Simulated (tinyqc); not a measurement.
Hubbard chain of 2 sites, step by step. Computed by tinyqc, a small Python program that keeps every step. Settings: hopping = 0.54, U = 2.1, mixing = 0.2, iteration cap = 52. Command: `OMP_NUM_THREADS=1 python tinyqc.py 22108 22109 out.jsonl` (the two numbers bound the seeds that draw the settings). One thread of a shared host (Intel(R) Xeon(R) Processor @ 2.60GHz), about 0.2 s of CPU time with the checks.

one-body matrix (hopping and site energies) (eV):
```
,1,2
1,0.00000,-0.54000
2,-0.54000,0.00000
```

U = 2.10000 eV

electrons, up and down: 1  1

n(up) at the start (a guess, not normalised): 1 0.55000, 2 0.45000

n(down) at the start (a guess): 1 0.45000, 2 0.55000

Each step fills the lowest levels of T + U n(other spin) and sets n(new) = n + mixing (n(out) - n); stop when output and input agree to 1e-8.

Course of the cycle:
```
iteration,E (eV),largest |n(out) - n(in)|,mean |n_up - n_down|
1,-0.0483974,4.54e-02,0.19087
2,-0.0552292,5.29e-02,0.22395
3,-0.0642186,6.11e-02,0.26149
4,-0.0757503,6.98e-02,0.30341
5,-0.0900697,7.88e-02,0.34926
6,-0.1071481,8.75e-02,0.39813
7,-0.1265628,9.52e-02,0.44867
8,-0.1474641,1.01e-01,0.49919
9,-0.1686879,1.06e-01,0.54794
10,-0.1890009,1.07e-01,0.59334
11,-0.2073763,1.06e-01,0.63428
...,...,...,...
42,-0.2777100,1.67e-03,0.85640
43,-0.2777112,1.43e-03,0.85658
44,-0.2777120,1.22e-03,0.85674
45,-0.2777126,1.04e-03,0.85687
46,-0.2777131,8.88e-04,0.85698
47,-0.2777134,7.58e-04,0.85707
48,-0.2777137,6.46e-04,0.85715
49,-0.2777138,5.51e-04,0.85722
50,-0.2777140,4.70e-04,0.85728
51,-0.2777140,4.01e-04,0.85733
52,-0.2777141,3.42e-04,0.85737
```

Can the last value be used, and what does the course show?

Not by the stop rule, although the second column moves by less than 1e-06 over the last three steps. Not converged within 52 iterations: the residual falls steadily but slowly, by a factor of about 0.85 a step. The lowest mean-field energy found from random starts is -0.27771 eV. Reruns (cap 100 unless said): mixing 0.5: converged in 43 (E = -0.27771); mixing 0.9: converged in 20 (E = -0.27771); the original settings with a cap of 400: converged in 118 (E = -0.27771).
